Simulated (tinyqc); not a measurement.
# Well width for a wanted wavelength

Problem. The layer is x parts of the first compound and 1 - x of the second, grown coherently on the second as substrate and barrier. Rows of the table: lattice constant a, average valence level Ea on an absolute scale, spin-orbit splitting so, gaps at Gamma, X and L, hydrostatic deformation potentials av and ac (Gamma), shear potential b, elastic constants, electron and heavy-hole (along z) masses. All are interpolated linearly in x; gaps get -C x (1 - x), taken wholly in the conduction band; real line-ups can differ from this model by 0.1 eV or more. In-plane strain e = (a_substrate - a)/a, e_z = -2 (c12/c11) e, volume change 2 e + e_z. With v = 2 e + e_z and d = 2 b (e_z - e): Eav = Ea + av v; E_hh = Eav + so/3 - d/2; E_lh = Eav - so/6 + d/4 + sqrt(so^2 + so d + 9 d^2/4)/2; E_c = Ea + so/3 + EG + ac v (Gamma). Substrate: E_v = Ea + so/3, E_c = E_v + EG. Well depths: dEc = E_c(substrate) - E_c, dEhh = E_hh - E_v(substrate), dElh likewise; strained Gamma gap E_c - max(E_hh, E_lh); positive values confine carriers in the layer. Lowest level of a finite well of width Lw and depth V: kw Lw/2 = arctan(sqrt((mw/mb)(V - E)/E)), kw = sqrt(mw E/C), C = hbar^2/(2 m0), for electrons (dEc) and heavy holes (dEhh), mb from the substrate; transition E_c - E_hh + both levels, without exciton binding; wavelength h c/E. Find Lw and the two levels.

Parameters, values chosen for the exercise:

| symbol | value | unit | meaning |
|---|---|---|---|
| x | 0.4 |  | fraction of the first compound in the layer |
| CG | 0.1 | eV | bowing of the Gamma gap |
| CX | 0.27 | eV | bowing of the X gap |
| CL | 0.27 | eV | bowing of the L gap |

Constants: q = 1.602176634e-19 C, hbar = 1.054571817e-34 J s, h = 6.62607015e-34 J s, m0 = 9.1093837015e-31 kg, c = 299792458 m/s, hbar^2/(2 m0) = 0.0380998212 eV nm^2. Results are converted to the units shown.

Binary compounds, values chosen for the exercise:
```
	close to InAs	close to InP
a (angstrom)	6.058	5.869
Ea (eV)	-6.67	-7.04
so (eV)	0.375	0.111
EG (eV)	0.358	1.34
EX (eV)	1.36	2.22
EL (eV)	1.06	1.93
av (eV)	0.996	1.26
ac (eV)	-5.02	-5.04
b (eV)	-1.81	-1.7
c11 (GPa)	83.8	101
c12 (GPa)	45.9	56.8
me (m0)	0.0231	0.0802
mh (m0)	0.331	0.522
```

wavelength = 1207.1736 nm

Answer. Both levels fall steadily as the well widens, so the wavelength rises steadily and one width matches.

Lw = 5.50 nm
electron level = 63.2 meV
heavy-hole level = 17.9 meV

Numbers from tinyqc (`OMP_NUM_THREADS=1 python tinyqc.py 2690086 2690087 out.jsonl`; about 0.01 s on one thread of a shared Intel Xeon 2.30GHz).
